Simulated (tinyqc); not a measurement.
Worked calculation: UHF in the sto-3g basis, for H6, spin multiplicity 1. This run ends on a higher stationary point, not on the lowest solution. One step of it, computed by the program tinyqc.

Task: Iteration 1: building the Fock matrix. J_ij = sum D_kl (ij|kl) with D = D(alpha) + D(beta), K_ij = sum D_kl (ik|jl) for each spin; F = H + J - K(s); E = tr D H + tr D J / 2 - 0.5 sum_s tr D(s) K(s) + E_nn.

D(alpha) at the start:
```
           1H 1s      2H 1s      3H 1s      4H 1s      5H 1s      6H 1s
1H 1s   0.100958   0.254462  -0.056508  -0.063854   0.081219   0.027966
2H 1s   0.254462   0.693383   0.016642  -0.151731   0.078774   0.032719
3H 1s  -0.056508   0.016642   0.594482   0.238612  -0.303383  -0.101831
4H 1s  -0.063854  -0.151731   0.238612   0.441321   0.217005   0.042621
5H 1s   0.081219   0.078774  -0.303383   0.217005   0.581828   0.162705
6H 1s   0.027966   0.032719  -0.101831   0.042621   0.162705   0.046409
```

D(beta) at the start:
```
           1H 1s      2H 1s      3H 1s      4H 1s      5H 1s      6H 1s
1H 1s   0.046371   0.162658   0.042516  -0.101843   0.032609   0.027888
2H 1s   0.162658   0.581998   0.216820  -0.303448   0.078635   0.081051
3H 1s   0.042516   0.216820   0.441156   0.238839  -0.151370  -0.063785
4H 1s  -0.101843  -0.303448   0.238839   0.594214   0.016525  -0.056392
5H 1s   0.032609   0.078635  -0.151370   0.016525   0.693403   0.254596
6H 1s   0.027888   0.081051  -0.063785  -0.056392   0.254596   0.101017
```

core Hamiltonian H = T + V (hartree):
```
           1H 1s      2H 1s      3H 1s      4H 1s      5H 1s      6H 1s
1H 1s  -1.358811  -0.658113  -0.055566  -0.003282  -0.000038   0.000000
2H 1s  -0.658113  -1.612175  -0.476126  -0.057738  -0.001639  -0.000038
3H 1s  -0.055566  -0.476126  -1.713365  -0.730457  -0.057619  -0.003273
4H 1s  -0.003282  -0.057738  -0.730457  -1.713185  -0.475369  -0.055451
5H 1s  -0.000038  -0.001639  -0.057619  -0.475369  -1.611899  -0.658058
6H 1s   0.000000  -0.000038  -0.003273  -0.055451  -0.658058  -1.358714
```

Two-electron integrals (ij|kl) in chemists' order, unique and non-zero (hartree):
```
(11|11) 0.774606   (21|11) 0.198854   (21|21) 0.072251   (22|11) 0.396350
(22|21) 0.198854   (22|22) 0.774606   (31|11) 0.009449   (31|21) 0.004059
(31|22) 0.013806   (31|31) 0.000298   (32|11) 0.061473   (32|21) 0.030161
(32|22) 0.123490   (32|31) 0.002781   (32|32) 0.030773   (33|11) 0.186047
(33|21) 0.084682   (33|22) 0.333150   (33|31) 0.009449   (33|32) 0.123490
(33|33) 0.774606   (41|11) 0.000336   (41|21) 0.000157   (41|22) 0.000602
(41|31) 0.000014   (41|32) 0.000149   (41|33) 0.000602   (41|41) 7.42e-07
(42|11) 0.005106   (42|21) 0.002380   (42|22) 0.009449   (42|31) 0.000236
(42|32) 0.002781   (42|33) 0.013806   (42|41) 0.000014   (42|42) 0.000298
(43|11) 0.053174   (43|21) 0.022968   (43|22) 0.084682   (43|31) 0.002380
(43|32) 0.030161   (43|33) 0.198854   (43|41) 0.000157   (43|42) 0.004059
(43|43) 0.072251   (44|11) 0.128285   (44|21) 0.053174   (44|22) 0.186047
(44|31) 0.005106   (44|32) 0.061473   (44|33) 0.396350   (44|41) 0.000336
(44|42) 0.009449   (44|43) 0.198854   (44|44) 0.774606   (51|11) 2.15e-06
(51|21) 9.70e-07   (51|22) 3.73e-06   (51|31) 9.91e-08   (51|32) 1.19e-06
(51|33) 0.000006   (51|41) 6.05e-09   (51|42) 1.34e-07   (51|43) 1.88e-06
(51|44) 4.30e-06   (52|11) 0.000092   (52|21) 0.000040   (52|22) 0.000147
(52|31) 4.01e-06   (52|32) 0.000049   (52|33) 0.000295   (52|41) 2.57e-07
(52|42) 0.000006   (52|43) 0.000106   (52|44) 0.000295   (52|52) 1.63e-07
(53|11) 0.003165   (53|21) 0.001311   (53|22) 0.004587   (53|31) 0.000126
(53|32) 0.001506   (53|33) 0.009427   (53|41) 0.000008   (53|42) 0.000213
(53|43) 0.004050   (53|44) 0.013777   (53|51) 9.89e-08   (53|52) 0.000006
(53|53) 0.000296   (54|11) 0.025370   (54|21) 0.010212   (54|22) 0.034474
(54|31) 0.000925   (54|32) 0.010520   (54|33) 0.061370   (54|41) 0.000058
(54|42) 0.001507   (54|43) 0.030109   (54|44) 0.123276   (54|51) 6.98e-07
(54|52) 0.000049   (54|53) 0.002771   (54|54) 0.030677   (55|11) 0.093018
(55|21) 0.036573   (55|22) 0.120049   (55|31) 0.003171   (55|32) 0.034519
(55|33) 0.185982   (55|41) 0.000189   (55|42) 0.004596   (55|43) 0.084643
(55|44) 0.332955   (55|51) 2.15e-06   (55|52) 0.000147   (55|53) 0.009427
(55|54) 0.123276   (55|55) 0.774606   (61|11) 1.31e-08   (61|21) 5.62e-09
(61|22) 2.06e-08   (61|32) 6.97e-09   (61|33) 4.26e-08   (61|43) 1.54e-08
(61|44) 4.26e-08   (61|54) 6.97e-09   (61|55) 2.06e-08   (62|11) 1.48e-06
(62|21) 6.13e-07   (62|22) 2.15e-06   (62|31) 5.87e-08   (62|32) 6.99e-07
(62|33) 4.30e-06   (62|42) 9.91e-08   (62|43) 1.88e-06   (62|44) 0.000006
(62|53) 1.33e-07   (62|54) 1.19e-06   (62|55) 3.73e-06   (63|11) 0.000139
(63|21) 0.000056   (63|22) 0.000189   (63|31) 0.000005   (63|32) 0.000058
(63|33) 0.000335   (63|41) 3.15e-07   (63|42) 0.000008   (63|43) 0.000157
(63|44) 0.000600   (63|52) 2.56e-07   (63|53) 0.000014   (63|54) 0.000148
(63|55) 0.000600   (63|62) 6.04e-09   (63|63) 7.38e-07   (64|11) 0.002421
(64|21) 0.000958   (64|22) 0.003165   (64|31) 0.000084   (64|32) 0.000924
(64|33) 0.005094   (64|41) 0.000005   (64|42) 0.000126   (64|43) 0.002375
(64|44) 0.009427   (64|51) 5.86e-08   (64|52) 4.00e-06   (64|53) 0.000235
(64|54) 0.002771   (64|55) 0.013777   (64|62) 9.89e-08   (64|63) 0.000014
(64|64) 0.000296   (65|11) 0.029138   (65|21) 0.011310   (65|22) 0.036573
(65|31) 0.000959   (65|32) 0.010225   (65|33) 0.053158   (65|41) 0.000056
(65|42) 0.001313   (65|43) 0.022959   (65|44) 0.084643   (65|51) 6.13e-07
(65|52) 0.000040   (65|53) 0.002375   (65|54) 0.030109   (65|55) 0.198854
(65|61) 5.62e-09   (65|62) 9.70e-07   (65|63) 0.000157   (65|64) 0.004050
(65|65) 0.072251   (66|11) 0.075922   (66|21) 0.029138   (66|22) 0.093018
(66|31) 0.002426   (66|32) 0.025404   (66|33) 0.128254   (66|41) 0.000139
(66|42) 0.003171   (66|43) 0.053158   (66|44) 0.185982   (66|51) 1.48e-06
(66|52) 0.000092   (66|53) 0.005094   (66|54) 0.061370   (66|55) 0.396350
(66|61) 1.31e-08   (66|62) 2.15e-06   (66|63) 0.000335   (66|64) 0.009427
(66|65) 0.198854   (66|66) 0.774606
```

nuclear repulsion = 3.29889182 hartree

Give: Coulomb J; exchange K(alpha); exchange K(beta); F(alpha); F(beta); total energy of this density.

Result:

Coulomb J (hartree):
```
        1H 1s   2H 1s   3H 1s   4H 1s   5H 1s   6H 1s
1H 1s  1.3485  0.5836  0.0463  0.0025  0.0000  0.0000
2H 1s  0.5836  2.0884  0.4836  0.0517  0.0012  0.0000
3H 1s  0.0463  0.4836  2.2905  0.7714  0.0516  0.0024
4H 1s  0.0025  0.0517  0.7714  2.2902  0.4828  0.0462
5H 1s  0.0000  0.0012  0.0516  0.4828  2.0880  0.5835
6H 1s  0.0000  0.0000  0.0024  0.0462  0.5835  1.3485
```

exchange K(alpha) (hartree):
```
         1H 1s   2H 1s    3H 1s    4H 1s   5H 1s    6H 1s
1H 1s   0.2287  0.2752   0.0293  -0.0104  0.0077   0.0055
2H 1s   0.2752  0.6629   0.1693   0.0143  0.0019   0.0022
3H 1s   0.0293  0.1693   0.6001   0.3020  0.0002  -0.0155
4H 1s  -0.0104  0.0143   0.3020   0.5317  0.2002   0.0482
5H 1s   0.0077  0.0019   0.0002   0.2002  0.5837   0.2134
6H 1s   0.0055  0.0022  -0.0155   0.0482  0.2134   0.1452
```

exchange K(beta) (hartree):
```
         1H 1s   2H 1s    3H 1s    4H 1s   5H 1s    6H 1s
1H 1s   0.1452  0.2134   0.0483  -0.0155  0.0022   0.0055
2H 1s   0.2134  0.5838   0.2005   0.0003  0.0019   0.0076
3H 1s   0.0483  0.2005   0.5317   0.3020  0.0143  -0.0103
4H 1s  -0.0155  0.0003   0.3020   0.5999  0.1690   0.0292
5H 1s   0.0022  0.0019   0.0143   0.1690  0.6629   0.2753
6H 1s   0.0055  0.0076  -0.0103   0.0292  0.2753   0.2288
```

F(alpha) (hartree):
```
         1H 1s    2H 1s    3H 1s    4H 1s    5H 1s    6H 1s
1H 1s  -0.2390  -0.3498  -0.0385   0.0095  -0.0077  -0.0055
2H 1s  -0.3498  -0.1867  -0.1618  -0.0204  -0.0024  -0.0022
3H 1s  -0.0385  -0.1618  -0.0229  -0.2611  -0.0063   0.0147
4H 1s   0.0095  -0.0204  -0.2611   0.0453  -0.1929  -0.0575
5H 1s  -0.0077  -0.0024  -0.0063  -0.1929  -0.1076  -0.2879
6H 1s  -0.0055  -0.0022   0.0147  -0.0575  -0.2879  -0.1555
```

F(beta) (hartree):
```
         1H 1s    2H 1s    3H 1s    4H 1s    5H 1s    6H 1s
1H 1s  -0.1555  -0.2879  -0.0575   0.0147  -0.0022  -0.0055
2H 1s  -0.2879  -0.1076  -0.1930  -0.0063  -0.0024  -0.0076
3H 1s  -0.0575  -0.1930   0.0454  -0.2611  -0.0204   0.0095
4H 1s   0.0147  -0.0063  -0.2611  -0.0228  -0.1616  -0.0385
5H 1s  -0.0022  -0.0024  -0.0204  -0.1616  -0.1868  -0.3499
6H 1s  -0.0055  -0.0076   0.0095  -0.0385  -0.3499  -0.2390
```

total energy of this density = -2.495995 hartree
